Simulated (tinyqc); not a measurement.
Vacuum evaporation: vapour pressure, source flux, thickness distribution, purity and step coverage: one step, computed by the program tinyqc. Command: `OMP_NUM_THREADS=1 python tinyqc.py 3110199 3110200 out.jsonl evap walk`. One thread of a shared host (Intel(R) Xeon(R) Processor @ 2.30GHz), about 0.01 s of CPU time with the checks.

Molecular flow, unit sticking of the metal, no re-evaporation. The background gas is taken as water vapour (18.015 g/mol, collision diameter 0.37 nm) at 300 K.

Problem. Vapour pressure and flux. log10(p_v/Pa) = A - B/T; flux from the surface Phi = p_v/sqrt(2 pi m k_B T), m = M u. Mass loss = Phi x area x m; heat of evaporation = ln(10) R B; d ln Phi/dT = ln(10) B/T^2 - 1/(2 T).

Inputs (values chosen for the exercise, modelled on indium, with constants for the liquid):

| quantity | value | unit |
|---|---|---|
| molar mass M | 114.8 | g/mol |
| vapour-pressure constant A | 10.36 | - |
| vapour-pressure constant B | 12270 | K |
| source temperature T | 1150 | K |
| source area | 2.2 | cm^2 |

Constants: u = 1.6605390666e-27 kg; k_B = 1.380649e-23 J/K; R = 8.314462618 J/(mol K).

Give: vapour pressure p_v; flux Phi; mass loss; heat of evaporation; change of flux per kelvin.

Solution.

vapour pressure p_v = 0.4903 Pa

flux Phi = 3.555e+17 1/(cm^2 s)

mass loss = 0.5368 g/h

heat of evaporation = 234.9 kJ/mol

change of flux per kelvin = 2.093 %/K

Holding the rate to 1 % needs the temperature to about 0.48 K.
